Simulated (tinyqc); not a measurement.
Plain band against climbing image: nudged elastic band on a two-dimensional model surface. Computed by tinyqc, a small Python program. Command: `OMP_NUM_THREADS=1 python tinyqc.py 3015278 3015279 out.jsonl neb walk`. One thread of a shared host (Intel(R) Xeon(R) Processor @ 2.30GHz), about 0.1 s of CPU time with the checks.

V(x, y) = -A (cos kx + cos ky) - B cos kx cos ky + (C sin ky + S sin kx)(1 - cos kx), k = 2 pi/a; the atom hops from the minimum at (0, 0) to that at (a, 0).

Inputs (values chosen for the exercise, for a model surface):

| quantity | value | unit |
|---|---|---|
| amplitude A | 0.13 | eV |
| amplitude B | 0.048 | eV |
| skew C | 0.02 | eV |
| asymmetry S | 0.029 | eV |
| period a | 3.3 | angstrom |
| spring constant k_s | 0.16 | eV/angstrom^2 |
| step factor eta | 0.56 | angstrom^2/eV |

Surface: adatom on a square lattice. Climbing image: on.

Method:
- Newton steps x(new) = x - H^-1 grad V (moves limited to 0.3 angstrom) from (0, 0), (a, 0) and (a/2, 0) give the two minima and the saddle.
- Tangent at image i: towards the higher neighbour if the energies rise or fall through i; at a maximum or minimum, tau = t+ dmax + t- dmin if V(i+1) > V(i-1), else t+ dmin + t- dmax, with t+ = R(i+1) - R(i), t- = R(i) - R(i-1) and dmax, dmin the larger and smaller of |V(i+1) - V(i)| and |V(i-1) - V(i)|; then normalise. Force F = -grad V + (grad V.tau) tau + k_s (|t+| - |t-|) tau.
- With a climbing image, the highest image feels instead F = -grad V + 2 (grad V.tau) tau and no spring.
- Update R(new) = R + eta F; the end points stay fixed.
- Images are counted without the end points, and convergence is judged on the largest force on an image. Each run starts on the straight line with the same k_s and eta, for at most 1500 iterations; errors are against the Newton saddle; a dash marks a run that did not reach 1e-4 eV/angstrom.

positions (angstrom):
```
              x         y
start   0.00000   0.00000
end     3.30000   0.00000
saddle  1.48499  -0.22757
```

energies (eV): start -0.308000, end -0.308000, saddle 0.048184

barrier from the start = 0.356184 eV

Error of the highest image (meV) and iterations:

| images | plain, error | plain, iterations | climbing, error | climbing, iterations |
|---|---|---|---|---|
| 2 | -56.822 | 28 | 0 | 36 |
| 3 | -9.377 | 34 | 0 | 36 |
| 4 | -10.737 | 32 | 0 | 55 |
| 5 | -9.339 | 33 | 0 | 57 |
| 6 | -2.034 | 36 | 0 | 70 |
| 8 | -0.165 | 43 | 0 | 55 |
| 10 | -0.056 | 49 | 0 | 80 |

What follows from these numbers?

The plain band underestimates the barrier by 0.06 to 56.82 meV, depending on how near an image falls to the saddle (worst for 2 images, best for 10). The climbing image is within about 0.001 meV in every converged run, so few images suffice for the barrier.

Extremes, crossings and ranges named in words are read from the listed rows.
